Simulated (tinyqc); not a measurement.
Carrier density against temperature: charge neutrality of a doped semiconductor with incomplete ionisation. Computed by tinyqc, a small Python program. Command: `OMP_NUM_THREADS=1 python tinyqc.py 3014531 3014532 out.jsonl dopant walk`. One thread of a shared host (Intel(R) Xeon(R) Processor @ 2.30GHz), about 0.04 s of CPU time with the checks.

Energies are counted from the top of the valence band; E_D is measured down from the conduction band and E_A up from the valence band.

Inputs (values chosen for the exercise, modelled on GaAs):

| quantity | value | unit |
|---|---|---|
| gap at 0 K E_g0 | 1.55 | eV |
| Varshni alpha | 0.000542 | eV/K |
| Varshni beta | 211 | K |
| electron mass m_e | 0.066 | m_0 |
| valleys M_c | 1 | - |
| hole mass m_h | 0.515 | m_0 |
| donor density N_D | 0 | cm^-3 |
| acceptor density N_A | 7.9e+17 | cm^-3 |
| acceptor depth E_A | 0.0289 | eV |
| acceptor degeneracy g_A | 4 | - |

Doping: p-type. Statistics of the bands: Fermi-Dirac.

Constants: k_B = 8.617333262e-05 eV/K; m_0 = 9.1093837015e-31 kg; k_B = 1.380649e-23 J/K; h = 6.62607015e-34 J s.

Method:
- E_g = E_g0 - alpha T^2/(T + beta).
- N_c = 2 M_c (2 pi m_e k_B T/h^2)^(3/2) and N_v = 2 (2 pi m_h k_B T/h^2)^(3/2), masses in units of m_0.
- n = N_c F_1/2((E_F - E_g)/k_B T), p = N_v F_1/2(-E_F/k_B T).
- F_1/2(eta) = (2/sqrt(pi)) int_0^infinity sqrt(x)/(1 + exp(x - eta)) dx, by the trapezoid rule in t = sqrt(x) with step 0.02 up to t = 12 (for eta < -12 by exp(eta) - exp(2 eta)/2^(3/2)).
- N_A- = N_A/(1 + g_A exp((E_A - E_F)/k_B T)).
- Neutrality: p + N_D+ = n + N_A-; the log ratio is ln[(p + N_D+)/(n + N_A-)].
- Neutrality is solved by bisection at each T. The last column is -k_B d ln(p T^-3/4)/d(1/T) from this row and the one above; it turns negative as ionisation nears completion, when the density grows more slowly than that power of T.

Against temperature:

| T (K) | p (cm^-3) | E_F from the band edge (eV) | ionised share | activation energy (eV) |
|---|---|---|---|---|
| 12 | 1.0333e+11 | 0.01394 | 1.3080e-07 | - |
| 15 | 1.9983e+12 | 0.01403 | 2.5295e-06 | 0.014450 |
| 21 | 6.2713e+13 | 0.01432 | 7.9383e-05 | 0.014450 |
| 30 | 8.9836e+14 | 0.01496 | 1.1372e-03 | 0.014444 |
| 48 | 1.0307e+16 | 0.01674 | 1.3047e-02 | 0.014391 |
| 75 | 4.9167e+16 | 0.02033 | 6.2237e-02 | 0.014105 |
| 110 | 1.2595e+17 | 0.02628 | 1.5942e-01 | 0.013272 |
| 170 | 2.6545e+17 | 0.03923 | 3.3601e-01 | 0.011255 |
| 300 | 4.8021e+17 | 0.07607 | 6.0785e-01 | 0.005639 |
| 600 | 6.6942e+17 | 0.18920 | 8.4736e-01 | -0.009703 |

Between the two coldest rows the activation energy is 0.0144 eV, 0.50 of the dopant depth: without compensation E_F sits halfway between level and band, so half the depth shows. No row comes within 10 % of the net doping.
